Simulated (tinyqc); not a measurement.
Inside a calculation. Model: threshold-voltage variability of a planar MOSFET, analytic estimates.

Numbers from tinyqc (`OMP_NUM_THREADS=1 python tinyqc.py 2090104 2090105 out.jsonl`; about 0.02 s on one thread of a shared Intel Xeon 2.30GHz). Printed values are rounded.

Three independent sources add in quadrature: random dopants in the depleted layer, metal-gate grains of two orientations, and roughness of the two gate edges acting through the roll-off VT = VT(long) - Vr exp(-L/l). These are first-order estimates: no three-dimensional electrostatics, no percolation.

Values chosen for this exercise; material values close to those of silicon:
- T = 325 K (temperature)
- Eg = 1.12 eV (band gap)
- eps_r = 11.7 (relative permittivity of the semiconductor)
- Nc = 3.2e19 cm^-3 (conduction-band density of states at T)
- Nv = 2.98e19 cm^-3 (valence-band density of states at T)
- Na = 5.8e18 cm^-3 (channel doping)
- ti = 1.7 nm (oxide-equivalent thickness in inversion)
- L = 16 nm (gate length)
- W = 58 nm (gate width)
- G = 10 nm (metal grain size)
- dW = 0.2 eV (work-function difference of the two grain orientations)
- p = 0.3 (share of the orientation of higher work function)
- De = 1.3 nm (rms roughness of one gate edge)
- La = 30 nm (correlation length of the roughness)
- l = 3.2 nm (decay length of the threshold roll-off)
- Vr = 2.4 V (prefactor of the roll-off)
- n = 1.12 (subthreshold factor)
- gI = 10 1/V (gm/I of a matched pair)
- sb = 1.4 % (spread of the gain factor of one device)
- Nb = 8388608 (number of cells)
- Y = 0.978 (wanted yield)

Constants: q = 1.602176634e-19 C, kB = 1.380649e-23 J/K, Vt = kB T/q, eps0 = 8.8541878128e-14 F/cm where lengths are in cm. Results are converted to the units shown.

Range of the model: gI s exceeds 0.2, so the linear formula for the current mismatch is only a rough guide.

## Random dopants

ni = sqrt(Nc Nv) exp(-Eg/(2 Vt)), Eg in volts; Cox = 3.9 eps0/ti; Wd = sqrt(4 eps0 eps_r Vt ln(Na/ni)/(q Na)); dopants: s1 = (q/Cox) sqrt(Na Wd/(3 L W)). The slope A1 = s1 sqrt(L W); mean number of dopants Na L W Wd.

Cox = 2.03125 uF/cm^2
Wd = 15.1271 nm
mean number of dopants = 81.4204
A1 = 1.34889 mV um
s1 = 44.2796 mV

Counting alone, 1/sqrt(N) of the depletion voltage q Na Wd/Cox = 692 mV, would give sqrt(3) times more: dopants deep in the layer act less on the surface.

## Metal grains and edge roughness

Grains: Ng = L W/G^2 (at least 1), s2 = dW sqrt(p (1 - p)/Ng). Edges, with exponential correlation and u = W/La: the mean gate length has sL^2 = 2 De^2 (2/u)[1 - (1 - exp(-u))/u]; s3 = sL (Vr/l) exp(-L/l).

Ng = 9.28
s2 = 30.0861 mV
sL = 1.39629 nm
dVT/dL = 5.05346 mV/nm
s3 = 7.05610 mV

## Total spread, mismatch and leakage

s = sqrt(s1^2 + s2^2 + s3^2). For a pair: s(dVT) = sqrt(2) s; current mismatch sqrt(2) sqrt((gI s)^2 + sb^2); input offset = current mismatch/gI. For a Gaussian VT the off current is log-normal with mean/median = exp(s^2/(2 (n Vt)^2)).

s = 53.9967 mV
s(dVT) = 76.3629 mV
current mismatch = 76.3886 %
input offset = 76.3886 mV
mean/median of Ioff = 4.40036

The dopants give 67.2 % of the variance; without them s would be 30.9 mV. A current mismatch this large is beyond the linear estimate.

## Iteration 1: margin in standard deviations for the wanted yield

k at the start = 4

Cells fail independently with probability Q(k) = erfc(k/sqrt(2))/2 when the margin is k standard deviations, and Y = exp(-Nb Q(k)). phi = exp(-k^2/2)/sqrt(2 pi). Newton steps on ln Q(k) = ln(-ln(Y)/Nb): k(new) = k + [ln Q - ln(-ln(Y)/Nb)] Q/phi.

Q(k) = 3.16712e-5
phi = 1.33830e-4
k after iteration 1 = 6.22167

## Iteration 2: margin in standard deviations for the wanted yield

As before.

Q(k) = 2.45949e-10
phi = 1.56793e-9
k after iteration 2 = 5.84866

## Course of the iteration: margin in standard deviations for the wanted yield

Stop when k changes by less than 1e-9, or after 30 iterations.

Course of the iteration:
```
iteration        k  |change|
1          6.22167      2.22
2          5.84866     0.373
3          5.83736    0.0113
4          5.83735   1.04e-5
5          5.83735  8.75e-12
```

Converged in 5 iterations. At the end the number of correct digits about doubles with each step. With s(dVT) = 76.4 mV, 5.84 standard deviations are 446 mV.
